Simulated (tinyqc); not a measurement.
# One level coupled to a phonon between two leads, self-consistent Born approximation, step by step

Program tinyqc, `OMP_NUM_THREADS=1 python tinyqc.py 2720016 2720017 out.jsonl`; Intel Xeon 2.30GHz, shared host, one thread, about 0.07 s. Printed values are rounded.

Wide-band leads with mu_L = +V/2 and mu_R = -V/2; phonons in equilibrium, Nq = 1/(exp(w0/kB T) - 1). Scattering links only energies that differ by w0, so a ladder E_k = E1 + k w0 closes on itself; terms that reach past its ends are dropped. Gn and Gp are the electron and hole parts of the spectral function A = Gn + Gp.

Inputs (values chosen for the exercise):

| symbol | value | unit | meaning |
|---|---|---|---|
| T | 77 | K | temperature of leads and phonons |
| w0 | 180 | meV | phonon energy |
| ed | -269 | meV | level |
| GL | 82 | meV | coupling to the left lead |
| GR | 130 | meV | coupling to the right lead |
| M | 63 | meV | electron-phonon matrix element |
| V | 261 | mV | bias |
| nr | 7 |  | rungs of the ladder shown |
| E1 | -390 | meV | lowest rung |

Constants: q = 1.602176634e-19 C, kB = 1.380649e-23 J/K, Vt = kB T/q. Results are converted to the units shown.

Range of the model: The self-consistent Born approximation keeps only non-crossing phonon lines and no Hartree shift; it is rough once the coupling nears the phonon energy.

## The ladder and the first Green functions

|G|^2 = 1/[(E - ed)^2 + (GL + GR + Sin + Sout)^2/4], Gn = |G|^2 (GL fL + GR fR + Sin), Gp = |G|^2 (GL (1 - fL) + GR (1 - fR) + Sout), f = 1/(1 + exp((E - mu)/kB T)). On a single ladder the real part of the phonon self-energy, which needs all energies, is left out. At the start Sin = Sout = 0.

```
rung,E (meV),fL,fR,Gn (1/meV),Gp (1/meV)
0,-390,1,1,0.00819260,0
1,-210,1,0.999994,0.0144051,5.52986e-8
2,-30,1.00000,2.64306e-7,0.00119959,0.00190178
3,150,0.0502682,4.37329e-19,2.20667e-5,0.00111286
4,330,8.75776e-14,7.23616e-31,1.94071e-17,5.72916e-4
5,510,1.44908e-25,1.19732e-42,1.92249e-29,3.42999e-4
6,690,2.39769e-37,1.98111e-54,2.11201e-41,2.27732e-4
```

Nq = 1.65463e-12

## Iteration 1: scattering functions

Sin(E) = M^2 [(Nq + 1) Gn(E + w0) + Nq Gn(E - w0)], Sout(E) = M^2 [(Nq + 1) Gp(E - w0) + Nq Gp(E + w0)]. Nq = 1/(exp(w0/kB T) - 1).

```
rung,Sin (meV),Sout (meV)
0,57.1737,3.63158e-16
1,4.76115,1.24894e-11
2,0.0875827,2.19480e-4
3,7.95496e-12,7.54816
4,1.44917e-13,4.41692
5,1.27451e-25,2.27390
6,1.26254e-37,1.36136
```

## Iteration 1: Green functions

|G|^2 = 1/[(E - ed)^2 + (GL + GR + Sin + Sout)^2/4], Gn = |G|^2 (GL fL + GR fR + Sin), Gp = |G|^2 (GL (1 - fL) + GR (1 - fR) + Sout), f = 1/(1 + exp((E - mu)/kB T)). On a single ladder the real part of the phonon self-energy, which needs all energies, is left out.

```
rung,Gn after iteration 1 (1/meV),Gp after iteration 1 (1/meV)
0,0.00821789,1.10872e-20
1,0.0142349,5.34452e-8
2,0.00120070,0.00190152
3,2.19709e-5,0.00114826
4,1.97735e-17,5.84105e-4
5,1.94235e-29,3.46542e-4
6,2.12524e-41,2.29159e-4
```

## Iteration 2: scattering functions

As before.

```
rung,Sin (meV),Sout (meV)
0,56.4985,3.50987e-16
1,4.76559,1.24878e-11
2,0.0872026,2.12124e-4
3,7.96376e-12,7.54715
4,1.44288e-13,4.55743
5,1.29857e-25,2.31831
6,1.27558e-37,1.37543
```

## Iteration 2: Green functions

As before.

```
rung,Gn after iteration 2 (1/meV),Gp after iteration 2 (1/meV)
0,0.00822005,1.07454e-20
1,0.0142348,5.34435e-8
2,0.00120070,0.00190153
3,2.19709e-5,0.00114825
4,1.97710e-17,5.84461e-4
5,1.94272e-29,3.46612e-4
6,2.12538e-41,2.29174e-4
```

## Course of the iteration

Repeat until no Sin or Sout changes by more than 1e-9 meV.

Course of the iteration:
```
iteration,largest Sin + Sout (meV),largest change (meV)
1,57.1737,57.2
2,56.4985,0.675
3,56.4978,1.41e-3
4,56.4978,8.71e-6
5,56.4978,1.16e-9
6,56.4978,< 1e-11
```

Converged in 6 iterations; the change shrinks by about 0.0015 a step.

## Currents on the rungs

```
rung,converged Gn (1/meV),converged Gp (1/meV)
0,0.00822005,1.07451e-20
1,0.0142348,5.34436e-8
2,0.00120070,0.00190153
3,2.19709e-5,0.00114825
4,1.97710e-17,5.84461e-4
5,1.94272e-29,3.46614e-4
6,2.12538e-41,2.29174e-4
```

Spectral currents into the level: iL = GL [fL Gp - (1 - fL) Gn], iR = GR [fR Gp - (1 - fR) Gn].

```
rung,iL,iR,iL + iR (1e-4)
0,0.000000,0.000000,0.00000
1,0.000004,-0.000005,-0.00255
2,0.155925,-0.156091,-1.65563
3,0.003022,-0.002856,1.65818
4,0.000000,0.000000,0.00000
5,0.000000,0.000000,0.00000
6,0.000000,0.000000,0.00000
```

sum of iL = 0.158951

On a single rung iL + iR need not vanish (largest 1.7e-4), since phonons move electrons between rungs; summed over the ladder it does.
